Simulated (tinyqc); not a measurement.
Longitudinal sound in a periodic multilayer: transfer matrices, stop bands and folded phonons: one step, computed by the program tinyqc.

Layers 1 and 2 repeat with period d = d_1 + d_2; waves travel normal to the layers, without loss. State vector (u, s): displacement u and stress divided by omega. Impedances Z = rho v are in 1e6 kg/(m^2 s).

Problem. Transmission through N periods. A layer maps (u, s) by [[cos p, sin p/Z], [-Z sin p, cos p]], p = 2 pi f d_i/v_i; one period is M = M_2 M_1, and cos(q d) = trace(M)/2. For N periods A = M^N. A wave comes from a thick layer of material 1 and leaves into the substrate (Z_s): transmitted power T = 4 Z_1 Z_s/|Z_1 A_22 + Z_s A_11 - i (Z_1 Z_s A_12 - A_21)|^2, reflected power R = 1 - T.

Inputs (values chosen for the exercise, modelled on silica (layer 1), tungsten (layer 2) and gallium arsenide (substrate)):

| quantity | value | unit |
|---|---|---|
| velocity v_1 | 5900 | m/s |
| thickness d_1 | 22 | nm |
| velocity v_2 | 5240 | m/s |
| thickness d_2 | 19.2 | nm |
| periods N | 2 | - |
| frequency f | 83.1 | GHz |

M:
```
             1            2
1  0.008577045  -0.02742227
2     38.52048    -6.566279
```

Z_2 = 99.56

Z_1 = 13.039

Z of the substrate = 26.016

Give: A = M^N; transmitted power T; T in decibel.

Solution.

A = M^N:
```
        1       2
1  -1.056  0.1798
2  -252.6   42.06
```

transmitted power T = 0.003670

T in decibel = -24.35 dB
